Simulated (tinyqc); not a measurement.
Worked calculation: inverse iteration on a symmetric matrix. One step of it, computed by the program tinyqc.

Problem. Step 1. solve (A - shift) w = v; v' = w/|w| with its largest component positive (the first on a tie); lambda = v'^T A v'.

A:
```
,1,2,3,4,5
1,0.394000,0.454000,0.574000,-0.600000,-0.316000
2,0.454000,1.129000,0.668000,-1.354000,0.093000
3,0.574000,0.668000,1.974000,-0.096000,0.742000
4,-0.600000,-1.354000,-0.096000,2.073000,0.516000
5,-0.316000,0.093000,0.742000,0.516000,2.802000
```

vector v at the start: 0.447214  0.447214  0.447214  0.447214  0.447214

shift = 0.220000

Give: vector after step 1; Rayleigh quotient after step 1.

Solution.

vector after step 1: 0.4189  0.6285  -0.4520  0.4745  -0.0074

Rayleigh quotient after step 1 = 0.0250
